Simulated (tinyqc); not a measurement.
Lattice vibrations of a chain, step by step. One step of it, computed by the program tinyqc.

Problem. Dynamical matrix at q = 0.36. q is in units of 2 pi/a. A spring k from atom i to atom j, n cells on, adds k to Phi_ii and Phi_jj, -k exp(2 pi i q n) to Phi_ij and the conjugate to Phi_ji (for one atom a cell: 2k (1 - cos 2 pi q n)); D_ij = Phi_ij / sqrt(m_i m_j).

A chain moving along its axis:
```
atom                mass (u)  spring to the next atom (eV/angstrom^2)
1                  86.000000                                18.400000
2                  30.700000                                10.800000
3                  84.500000                                 9.000000
second neighbours          -                                 2.800000
```

Give: D(q).

Solution.

D(q) (eV/(angstrom^2 u)):
```
[[0.3837, -0.3234+0.0420i, 0.0345+0.0813i],
 [-0.3234-0.0420i, 1.1336, -0.1770+0.0424i],
 [0.0345-0.0813i, -0.1770-0.0424i, 0.3006]]
```
